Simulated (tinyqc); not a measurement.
## Stability and critical current from long pulses

Question. For long pulses a magnetic tunnel junction switches at I = Ic0 [1 - ln(tp/t0)/Delta]. Find Ic0 and Delta.

Parameters, values chosen for the exercise: attempt time t0 = 1 ns.

switching current for pulses of 0.0001 and 1 s (uA): 55.094854  47.997939

Answer. I is linear in ln tp: it equals Ic0 at tp = t0, and the slope is -Ic0/Delta.

Ic0 = 64.0 uA
Delta = 83.0

tinyqc, about 0.01 s, one thread, Intel Xeon 2.30GHz (shared host): `OMP_NUM_THREADS=1 python tinyqc.py 2450146 2450147 out.jsonl`
